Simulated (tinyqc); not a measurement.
# Long-channel MOSFET, surface-potential model: several studies

n-channel transistor on a uniformly doped p-type body, gradual-channel approximation, constant mobility, Boltzmann statistics, full ionisation. Potentials are counted from the neutral body; V is the electron quasi-Fermi potential, Vsb at the source and Vsb + Vds at the drain. Charges are magnitudes per area.

Values chosen for this exercise; material values those of a made-up semiconductor:
- T = 273 K (temperature)
- Eg = 0.977 eV (band gap)
- eps_r = 12 (relative permittivity of the semiconductor)
- Nc = 2.76e19 cm^-3 (conduction-band density of states at T)
- Nv = 2.11e19 cm^-3 (valence-band density of states at T)
- Na = 4.8e17 cm^-3 (acceptor density of the body)
- eox = 3.97 (relative permittivity of the gate insulator)
- tox = 16 nm (insulator thickness)
- Vfb = -0.86 V (flat-band voltage)
- mu = 190 cm^2/(V s) (channel mobility)
- W = 5 um (gate width)
- L = 2 um (gate length)
- Vsb = 2 V (source-body reverse bias)
- Vgs = 3.23 V (gate-source voltage)
- Vds = 2 V (drain-source voltage)

Constants: q = 1.602176634e-19 C, kB = 1.380649e-23 J/K, Vt = kB T/q, eps0 = 8.8541878128e-14 F/cm where lengths are in cm. Results are converted to the units shown.

Each table varies one quantity; the others keep the values above.

## Transfer curve from weak to strong inversion

ni = sqrt(Nc Nv) exp(-Eg/(2 Vt)), Eg in volts; phiF = Vt ln(Na/ni); Cox = eps0 eox/tox; gamma = sqrt(2 q eps0 eps_r Na)/Cox. The surface potential psi at channel potential V solves Vgs + Vsb - Vfb - psi = gamma sqrt(G), G = psi - Vt + Vt exp((psi - 2 phiF - V)/Vt). Charge sheet: Qi = Cox gamma [sqrt(G) - sqrt(psi - Vt)]; I = mu (W/L) [integral of Qi dpsi from psi_0 to psi_L (drift) + Vt (Qi0 - QiL) (diffusion)], with psi_0 at V = Vsb and psi_L at V = Vsb + Vds. Pao-Sah: Qi(V) = (Cox gamma/2) integral from 3 Vt to psi of exp((u - 2 phiF - V)/Vt)/sqrt(G(u, V)) du, and I = mu (W/L) integral of Qi dV from Vsb to Vsb + Vds. Square law: VT = Vfb + 2 phiF + gamma sqrt(2 phiF + Vsb), m = 1 + gamma/(2 sqrt(2 phiF + Vsb)), I = mu Cox (W/L) [(Vgs - VT) v - m v^2/2] with v the smaller of Vds and (Vgs - VT)/m, and zero below VT. gm = dI/dVgs of the charge-sheet current.

Result of one run:
```
Vgs (V)  I, charge sheet (uA)  I, Pao-Sah (uA)  drift share (%)  gm/I (1/V)  I, square law (uA)
3.51                    6.084            6.117            84.31       4.325               8.491
```

What becomes of these results when the gate-source voltage Vgs is changed from 3.51 to 2.81 V, all else the same?

Result of the changed run:
```
Vgs (V)  I, charge sheet (uA)  I, Pao-Sah (uA)  drift share (%)  gm/I (1/V)  I, square law (uA)
2.81                 2.118e-4         2.127e-4           0.1169       27.01                   0
```

The whole series:
```
Vgs (V)  I, charge sheet (uA)  I, Pao-Sah (uA)  drift share (%)  gm/I (1/V)  I, square law (uA)
2.81                 2.118e-4         2.127e-4           0.1169       27.01                   0
2.9                  0.002396         0.002407            1.296       26.79                   0
2.98                  0.01930          0.01938            8.918       24.80                   0
3.07                   0.1363           0.1370            33.59       18.13              0.1306
3.16                   0.5182           0.5208            56.05       12.03              0.7806
3.25                    1.285            1.292            69.04       8.487               1.976
3.33                    2.337            2.349            75.94       6.608               3.496
3.42                    3.966            3.987            80.95       5.243               5.721
3.51                    6.084            6.117            84.31       4.325               8.491
```

The charge-sheet current rises from 2.12e-4 to 6.08 uA. In the first row gm/I is 27.0 1/V, a swing of 85.3 mV a decade, against Vt ln 10 = 54.2 mV a decade for an ideal gate; in the last it is 4.33 1/V. Drift passes half of the current at Vgs = 3.16 V among the rows listed (VT = 3.01 V). The charge sheet departs most from Pao-Sah at Vgs = 3.42 V, where it is 0.53 % below it. In the last row the square law is 39 % above Pao-Sah. For Vgs = 3.33 to 3.51 V the surface electron density at the source passes 0.3 Nc, where degeneracy and quantisation, left out here, matter.

## Effect of the source-body reverse bias

VT = Vfb + 2 phiF + gamma sqrt(2 phiF + Vsb), m = 1 + gamma/(2 sqrt(2 phiF + Vsb)). The swing is 20 mV/log10[I(VT - 0.14 V)/I(VT - 0.16 V)] of the charge-sheet current at the given Vds.

The same in every row: gamma (V^0.5) = 1.840.

Effect of the source-body reverse bias:
```
Vsb (V)  VT (V)      m  swing (mV/decade)  I at Vgs, Vds (uA)
0         1.571  2.033              117.5               63.89
0.5       2.025  1.809              101.8               35.33
1         2.396  1.687              93.83               16.98
1.5       2.719  1.608              88.84               6.144
2         3.008  1.551              85.34               1.078
2.5       3.272  1.507              82.72             0.01195
3         3.516  1.472              80.67            1.040e-5
```

As Vsb goes from 0 to 3 V, VT rises from 1.57 to 3.52 V, the swing falls from 118 to 80.7 mV a decade and the current falls from 63.9 to 1.04e-5 uA. The swing is 6.7 % above m Vt ln 10 in the first row and 1.1 % above it in the last. The gate voltage is below VT in 2 of the 7 rows. For Vsb = 0 to 1.5 V the surface electron density at the source passes 0.3 Nc, where degeneracy and quantisation, left out here, matter.

## Effect of the insulator thickness

Same model as above.

Result of one run:
```
tox (nm)  gamma (V^0.5)  VT (V)      m  swing (mV/decade)  I at Vgs, Vds (uA)
9.7               1.116   1.797  1.334              73.11               111.3
```

What becomes of these results when the insulator thickness tox is changed from 9.7 to 7.2 nm, all else the same?

Result of the changed run:
```
tox (nm)  gamma (V^0.5)  VT (V)      m  swing (mV/decade)  I at Vgs, Vds (uA)
7.2              0.8280   1.316  1.248              68.29               295.2
```

The whole series:
```
tox (nm)  gamma (V^0.5)  VT (V)      m  swing (mV/decade)  I at Vgs, Vds (uA)
5.3              0.6095  0.9513  1.182              64.63               607.8
7.2              0.8280   1.316  1.248              68.29               295.2
9.7               1.116   1.797  1.334              73.11               111.3
13                1.495   2.431  1.447              79.50               21.80
18                2.070   3.392  1.619              89.27            6.864e-4
```

As tox goes from 5.3 to 18 nm, VT rises from 0.951 to 3.39 V, the swing rises from 64.6 to 89.3 mV a decade and the current falls from 608 to 6.86e-4 uA. The swing is 0.91 % above m Vt ln 10 in the first row and 1.8 % above it in the last. The gate voltage is below VT in 1 of the 5 rows. For tox = 5.3 to 13 nm the surface electron density at the source passes 0.3 Nc, where degeneracy and quantisation, left out here, matter.

Computed by the program tinyqc: `OMP_NUM_THREADS=1 python tinyqc.py 2360107 2360108 out.jsonl`, one thread of a shared Intel Xeon 2.30GHz, about 0.06 s for the whole run.
